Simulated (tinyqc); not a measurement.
Inside a calculation. Method: CIS and TDHF on RHF in the sto-3g basis, for H6, spin multiplicity 1. One step of it, computed by the program tinyqc.

Problem. CIS matrix, singlets. A(ia,jb) = (e_a - e_i) d_ij d_ab + 2 (ia|jb) - (ij|ab).

orbital energies (hartree): MO1 -0.637452, MO2 -0.572206, MO3 -0.493261, MO4 0.451873, MO5 0.675544, MO6 0.941725

Two-electron integrals over orbitals (pq|rs), unique and non-zero (hartree):
```
(11|11) 0.393053    (21|21) 0.130921    (22|11) 0.310252    (22|22) 0.389504
(31|11) 0.080034    (31|22) -0.072742   (31|31) 0.145015    (32|21) -0.134391
(32|32) 0.147860    (33|11) 0.381578    (33|22) 0.327884    (33|31) 0.055310
(33|33) 0.382944    (41|21) 0.025737    (41|32) -0.000647   (41|41) 0.077826
(42|11) 0.039403    (42|22) -0.007385   (42|31) 0.039107    (42|33) 0.015714
(42|42) 0.059627    (43|21) 0.045791    (43|32) -0.044018   (43|41) 0.017436
(43|43) 0.065346    (44|11) 0.375125    (44|22) 0.324155    (44|31) 0.049786
(44|33) 0.369241    (44|42) 0.021343    (44|44) 0.380905    (51|11) 0.008735
(51|22) 0.019108    (51|31) -0.014840   (51|33) -0.004763   (51|42) 0.042458
(51|44) 0.002073    (51|51) 0.045602    (52|21) 0.011203    (52|32) 0.005954
(52|41) 0.054057    (52|43) -0.039437   (52|52) 0.089389    (53|11) -0.048604
(53|22) 0.000622    (53|31) -0.043052   (53|33) -0.028636   (53|42) -0.058005
(53|44) -0.024571   (53|51) -0.039669   (53|53) 0.061353    (54|21) 0.132128
(54|32) -0.141431   (54|41) 0.006442    (54|43) 0.045218    (54|52) -0.005116
(54|54) 0.150629    (55|11) 0.319490    (55|22) 0.389259    (55|31) -0.064156
(55|33) 0.334503    (55|42) -0.004088   (55|44) 0.342374    (55|51) 0.019896
(55|53) -0.000368   (55|55) 0.410692    (61|21) 0.002570    (61|32) 0.006916
(61|41) 0.027618    (61|43) 0.055730    (61|52) -0.033190   (61|54) -0.004550
(61|61) 0.065557    (62|11) -0.016306   (62|22) -0.025501   (62|31) 0.012275
(62|33) -0.006268   (62|42) -0.040857   (62|44) -0.004340   (62|51) -0.043351
(62|53) 0.042514    (62|55) -0.024500   (62|62) 0.045101    (63|21) 0.030949
(63|32) -0.008798   (63|41) 0.076771    (63|43) 0.019873    (63|52) 0.054568
(63|54) 0.007823    (63|61) 0.028162    (63|63) 0.081740    (64|11) 0.080789
(64|22) -0.065586   (64|31) 0.138488    (64|33) 0.055614    (64|42) 0.040938
(64|44) 0.054717    (64|51) -0.011944   (64|53) -0.043552   (64|55) -0.067958
(64|62) 0.011030    (64|64) 0.147906    (65|21) -0.132683   (65|32) 0.136690
(65|41) -0.027691   (65|43) -0.048448   (65|52) -0.011984   (65|54) -0.142385
(65|61) -0.004119   (65|63) -0.034390   (65|65) 0.146626    (66|11) 0.415331
(66|22) 0.326786    (66|31) 0.086134    (66|33) 0.404019    (66|42) 0.044431
(66|44) 0.408274    (66|51) 0.010836    (66|53) -0.054358   (66|55) 0.346543
(66|62) -0.018781   (66|64) 0.093243    (66|66) 0.461078
```

Give: CIS matrix A, singlet.

Solution.

CIS matrix A, singlet (hartree), lower triangle:
```
         1>4      1>5      1>6      2>4      2>5      2>6      3>4     3>5
1>4   0.8699
1>5   0.0000   1.0847
1>6  -0.0256   0.0000   1.2950
2>4   0.0000  -0.0472   0.0000   0.8192
2>5  -0.0240   0.0000   0.0663   0.0000   1.0373
2>6   0.0000   0.0460   0.0000  -0.0161   0.0000   1.2773
3>4  -0.0149   0.0000  -0.0270   0.0000   0.0626   0.0000   0.7066
3>5   0.0000  -0.0152   0.0000   0.0254   0.0000  -0.0517   0.0000  0.9570
3>6   0.0151   0.0000  -0.0298   0.0000  -0.0276   0.0000  -0.0159  0.0000

        3>6
3>6  1.1944
```
